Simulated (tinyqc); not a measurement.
Permittivity of the insulator from five potentials.

Inverse problem. A node lies on a semiconductor-insulator interface. Steps: hs = tb/2 down into the semiconductor, ho = tox/2 up into the insulator, hy = L/5 sideways. The flux balance of its box reads eox (hy/ho)(above - node) + eps_r (hy/hs)(below - node) + [(eps_r hs + eox ho)/(2 hy)](left + right - 2 node) - q Na (hs/2) hy/eps0 = 0. Find eox.

Parameters, values chosen for the exercise; semiconductor permittivity close to that of In0.53Ga0.47As: relative permittivity of the semiconductor eps_r = 13.7; half the body thickness tb = 5 nm; insulator thickness tox = 4.8 nm; channel length L = 29 nm; acceptor density of the depleted body Na = 5.1e17 cm^-3.

Constants: q = 1.602176634e-19 C, eps0 = 8.8541878128e-14 F/cm where lengths are in cm. Results are converted to the units shown.

psi (V): node 0.10164869, above 0.032155000, below 0.17648819, left 0.039782408, right 0.39573474

Answer. The balance is linear in eox.

eox = 25.0

Program tinyqc, `OMP_NUM_THREADS=1 python tinyqc.py 2480006 2480007 out.jsonl`; Intel Xeon 2.30GHz, shared host, one thread, about 0.1 s.
